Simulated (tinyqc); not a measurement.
Valley splitting of a silicon quantum well in envelope theory: sweeps and comparisons. A value that a table varies takes the place of the one given here.

The well lies at 0 < z < L; U(z) = V0 [1/(1 + exp(z/w)) + 1/(1 + exp((L - z)/w))] - e F z, 1 mV/nm = 1e-4 eV/angstrom. The envelope psi solves -(c/ml) psi'' + U psi = E psi, c = hbar^2/2m0, by three-point differences on a grid of 0.1 angstrom from -40 to L + 40 angstrom. The two valleys at +/- k0 couple through D = C0 times the integral of exp(-i q z) U(z) psi^2, q = 2 k0 (2 pi/a), and split by Ev = 2|D|.

Random alloy: with Y(z) = Yw + (Yb - Yw) B(z), B the bracket in U, and in-plane density exp(-r^2/ad^2)/(pi ad^2), D gains a random complex part of variance sigma^2 = (C0^2/pi)(a^2 V0/(8 ad (Yb - Yw)))^2 (4/a) times the integral of psi^4 Y (1 - Y). Alone it gives a mean splitting sqrt(pi) sigma; together with the smooth part the rms splitting is 2 sqrt(|D|^2 + sigma^2).

Constants: hbar^2/2m0 = 3.80998211 eV angstrom^2.

Values chosen for the exercise (near those of a strained Si well in SiGe; shifted at random, so the results belong to these values and not to a real crystal): L = 60 angstrom (well width); V0 = 0.15 eV (conduction offset); ml = 0.909 m0 (mass along z); F = 7.3 mV/nm (field pressing towards the upper interface); k0 = 0.85 2 pi/a (valley position); a = 5.431 angstrom (lattice constant); C0 = 0.252 (Bloch overlap factor); Yb = 0.24 (Ge share of the barrier); Yw = 0 (Ge share of the well); ad = 180 angstrom (dot radius); ws = (0.4, 0.5, 0.9, 1.3, 2.2, 2.8, 3.9) angstrom (interface widths); Ls = (60, 61.4, 62.7, 64.1, 65.4, 66.8, 68.1, 69.5) angstrom (widths in steps of one atomic layer, a/4, rounded to the grid); F2 = 0.5 mV/nm (second field, zero or weak); w1 = 0.8 angstrom (interface width for this table); w = 1.3 angstrom (interface width parameter).

## Sharpness of the interface

The smooth part 2|D| and the disorder part against w, beside y/sinh(y) with y = pi q w. The 12 to 88 % width of the step is 4w.

Results:

| w (angstrom) | 4w (angstrom) | 2\|D\| (micro-eV) | y/sinh(y) | sqrt(pi) sigma (micro-eV) |
|---|---|---|---|---|
| 0.4 | 1.6 | 85.58 | 0.42 | 8.0 |
| 0.5 | 2.0 | 58.06 | 0.28 | 8.3 |
| 0.9 | 3.6 | 9.13 | 0.043 | 9.6 |
| 1.3 | 5.2 | 1.13 | 0.0052 | 11.2 |
| 2.2 | 8.8 | 0.01 | 3.4e-05 | 15.8 |
| 2.8 | 11.2 | 0.00 | 1.1e-06 | 19.2 |
| 3.9 | 15.6 | 0.00 | 1.7e-09 | 26.3 |

The smooth part needs a Fourier component of U psi^2 at a wavelength of 3.19 angstrom; from the first row to the third it falls by a factor 9.37, while y/sinh(y) falls by 9.83 (the envelope near the step and the phase between the two interfaces change too). The disorder part goes from 8.0 to 26.3 micro-eV, growing as the electron overlaps more alloy. It takes over between w = 0.5 and 0.9 angstrom, that is a step 2.0 to 3.6 angstrom wide, with 1.36 angstrom to an atomic layer.

## Adding atomic layers

The smooth splitting Ev = 2|D| with w = w1, at the field F2 and at F.

Results:

| L (angstrom) | q L mod 2 pi | Ev at F2 (micro-eV) | Ev at F (micro-eV) |
|---|---|---|---|
| 60.0 | 4.91 | 8.74 | 15.0 |
| 61.4 | 1.38 | 1.92 | 13.6 |
| 62.7 | 3.93 | 6.87 | 14.3 |
| 64.1 | 0.40 | 4.78 | 13.9 |
| 65.4 | 2.96 | 3.93 | 13.7 |
| 66.8 | 5.72 | 6.16 | 14.0 |
| 68.1 | 1.99 | 1.09 | 13.5 |
| 69.5 | 4.74 | 5.97 | 13.9 |

At F2 the splitting swings between 1.09 and 8.74 micro-eV, a ratio of 8.04, as the two interfaces add with the phase q L, which advances on average by 2.67 rad a layer. At F the ratio is 1.11, where in the first row psi^2 at the upper interface is 20 times that at the lower one: one interface dominates and the interference fades.

## What each parameter does

Orbital spacing, psi^2 at z = L, the smooth splitting and sigma; V0 is held fixed when Yw changes. Each row changes one parameter from the base and keeps the others.

Results:

| case | E2 - E1 (meV) | psi^2(L) (1e-3/angstrom) | 2\|D\| (micro-eV) | sigma (micro-eV) |
|---|---|---|---|---|
| base | 29.19 | 4.472 | 1.13 | 6.3 |
| ad = 220 angstrom | 29.19 | 4.472 | 1.13 | 5.2 |
| Yw = 0.03 | 29.19 | 4.472 | 1.13 | 47.9 |
| L = 66 angstrom | 26.61 | 4.328 | 1.06 | 6.1 |
| V0 = 0.188 eV | 30.10 | 3.451 | 1.13 | 6.5 |
| w = 0.91 angstrom | 28.88 | 4.745 | 8.69 | 5.4 |
| F = 10.95 mV/nm | 32.96 | 6.532 | 1.63 | 9.1 |
| k0 = 0.83 2 pi/a | 29.19 | 4.472 | 1.29 | 6.3 |
| C0 = 0.302 | 29.19 | 4.472 | 1.36 | 7.6 |

The largest shifts from the base row, up to three for each result and ties (the steps differ in size, so this ranks the rows, not the parameters). E2 - E1 (meV): F +3.77, L -2.58, V0 +0.91; unchanged at the printed digits by ad, Yw, k0 and C0. psi^2(L) (1e-3/angstrom): F +2.060, V0 -1.021, w +0.273; unchanged at the printed digits by ad, Yw, k0 and C0. 2|D| (micro-eV): w +7.56, F +0.49, C0 +0.22; unchanged at the printed digits by ad, Yw and V0. sigma (micro-eV): Yw +41.6, F +2.7, C0 +1.3; unchanged at the printed digits by k0.

Computed by tinyqc, a small Python program: `OMP_NUM_THREADS=1 python tinyqc.py 1280125 1280126 out.jsonl` (the numbers bound the seed that draws the inputs); one thread of a shared host (Intel(R) Xeon(R) Processor @ 2.30GHz), about 0.1 s for the whole set of steps.
